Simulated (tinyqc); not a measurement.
Strength against creep resistance: grain growth, pinning, strength and diffusional creep of a polycrystal or thin film. Computed by tinyqc, a small Python program. Command: `OMP_NUM_THREADS=1 python tinyqc.py 3018456 3018457 out.jsonl grain walk`. One thread of a shared host (Intel(R) Xeon(R) Processor @ 2.30GHz), about 0.01 s of CPU time with the checks.

One mean grain size d describes the structure.

Inputs (values chosen for the exercise, modelled on tungsten):
```
quantity                                    value        unit
atomic volume Omega                         15.85  angstrom^3
boundary energy gamma                         1.1       J/m^2
mobility prefactor M0                     7.2e-06   m^4/(J s)
activation energy of boundary motion Q_m     4.91          eV
anneal temperature T                         2792           K
anneal time t                                  30           s
initial grain size d0                          79          nm
particle volume fraction f                 0.0032           -
particle radius r                             6.2          nm
Hall-Petch slope k_y                         0.79   MPa m^0.5
lattice diffusion energy Q_l                 5.53          eV
boundary diffusion energy Q_b                3.99          eV
lattice prefactor D0                      0.00011       m^2/s
boundary prefactor delta D0b              1.3e-15       m^3/s
applied stress sigma                           18         MPa
service temperature T_c                      1166           K
```

Sample: bulk.

Constants: k_B = 8.617333262e-05 eV/K; k_B = 1.380649e-23 J/K.

Method:
- M = M0 exp(-Q_m/(k_B T)). The driving pressure is 2 gamma/d. Zener pinning pressure 3 f gamma/(2 r) stops growth at d_Z = 4 r/(3 f). The limit is d_lim = d_Z.
- dd/dt = 2 M gamma (1/d - 1/d_lim) integrates to 2 M gamma t = d_lim (d0 - d) + d_lim^2 ln[(d_lim - d0)/(d_lim - d)]; without pinning d^2 = d0^2 + 4 M gamma t.
- Nabarro-Herring rate = 14 sigma Omega D_l/(k_B T d^2), D_l = D0 exp(-Q_l/(k_B T)); Coble rate = 14 pi sigma Omega delta D_b/(k_B T d^3), delta D_b = delta D0b exp(-Q_b/(k_B T)); they are equal at d_x = pi delta D_b/D_l.
- Hall-Petch term k_y/sqrt(d).

crossover size d_x = 168.272 micrometre

At T_c and sigma:
```
d (nm)  Hall-Petch term (MPa)  Nabarro-Herring (1/s)  Coble (1/s)  time to 1 % (s)
30                     4561.1             3.7983e-14   2.1305e-10       4.6929e+07
100                    2498.2             3.4185e-15   5.7523e-12       1.7374e+09
300                    1442.3             3.7983e-16   2.1305e-13       4.6854e+10
1000                    790.0             3.4185e-17   5.7523e-15       1.7282e+12
3000                    456.1             3.7983e-18   2.1305e-16       4.6115e+13
10000                   249.8             3.4185e-19   5.7523e-18       1.6409e+15
100000                   79.0             3.4185e-21   5.7523e-21       1.0904e+18
```

What does the comparison show, and why?

From 100 micrometre to 30 nm grains the Hall-Petch term grows 58 times, while the time to 1 % strain shrinks by 10.4 decades. Coble creep rules in 7 of the seven rows (d_x = 170 micrometre). Fine grains resist slip but creep fast. The Hall-Petch value at 30 nm is at the edge of that law.

Extremes, crossings and ranges named in words are read from the listed rows.
